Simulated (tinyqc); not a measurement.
Energy against coordination: Gupta-type many-body potential for a metal. Computed by tinyqc, a small Python program. Command: `OMP_NUM_THREADS=1 python tinyqc.py 3031675 3031676 out.jsonl gupta walk`. One thread of a shared host (Intel(R) Xeon(R) Processor @ 2.30GHz), about 0.01 s of CPU time with the checks.

E_i = sum_j A exp(-p (r_ij/r0 - 1)) - xi rho_i^gamma, with rho_i = sum_j exp(-2 q (r_ij/r0 - 1)); gamma = 1/2 is the tight-binding second-moment form. The crystal is fcc unless stated; d is the neighbour distance and a fixed number of shells is kept.

Inputs (values chosen for the exercise, modelled on platinum): repulsion A = 0.301 eV; hopping xi = 2.65 eV; decay p = 10.4; decay q = 3.97; reference distance r0 = 2.775 angstrom; embedding exponent gamma = 0.5.

Method. Nearest neighbours only, z equal bonds relaxed to their best length: r/r0 = 1 + ln[A p z^(1 - gamma)/(2 q gamma xi)]/(p - 2 q gamma), E = z A exp(-p (r/r0 - 1)) - xi [z exp(-2 q (r/r0 - 1))]^gamma.

Relaxed bonds:
```
z   r (angstrom)  E per atom (eV)  E/z (eV)
1         2.2519          -3.4630   -3.4630
2         2.4014          -3.9540   -1.9770
3         2.4889          -4.2729   -1.4243
4         2.5510          -4.5146   -1.1287
6         2.6385          -4.8787   -0.8131
8         2.7006          -5.1548   -0.6443
9         2.7260          -5.2722   -0.5858
12        2.7881          -5.5705   -0.4642
```

Bonds lengthen from 2.252 to 2.788 angstrom between z = 1 and 12, and |E| grows as z^0.191, the exponent gamma (p - 2q)/(p - 2 q gamma) = 0.191; pair bonds would give z^1 at a fixed length.

Extremes, crossings and ranges named in words are read from the listed rows.
